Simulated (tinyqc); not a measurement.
## Series resistance and length offset from two lengths at two overdrives

Question. In strong inversion R W = Rsd + k(x)(L - dL), k(x) = (1 + th1 x)/(mu0 Cox x), x the overdrive, Cox = eps0 eox/tox, with Rsd and dL independent of x. Find dL, Rsd, mu0 and th1.

Parameters, values chosen for the exercise:

| symbol | value | unit | meaning |
|---|---|---|---|
| eox | 22.5 |  | relative permittivity of the gate insulator (close to hafnium oxide) |
| tox | 22 | nm | insulator thickness |

Constants: eps0 = 8.8541878128e-14 F/cm where lengths are in cm. Results are converted to the units shown.

total resistance times width (ohm um):

|  | L = 0.11 um | L = 0.48 um |
|---|---|---|
| overdrive 0.44 V | 859.125793 | 3389.30561 |
| overdrive 1.26 V | 509.662605 | 1634.39265 |

Answer. At each overdrive R W is a straight line in L; the two lines cross at L = dL, R W = Rsd. Their slopes give k x = (1 + th1 x)/(mu0 Cox), a straight line in x.

dL = 0.0180 um
Rsd = 230 ohm um
mu0 = 430 cm^2/(V s)
th1 = 0.390 1/V

Computed by the program tinyqc: `OMP_NUM_THREADS=1 python tinyqc.py 2210022 2210023 out.jsonl`, one thread of a shared Intel Xeon 2.30GHz, about 0.01 s for the whole run.
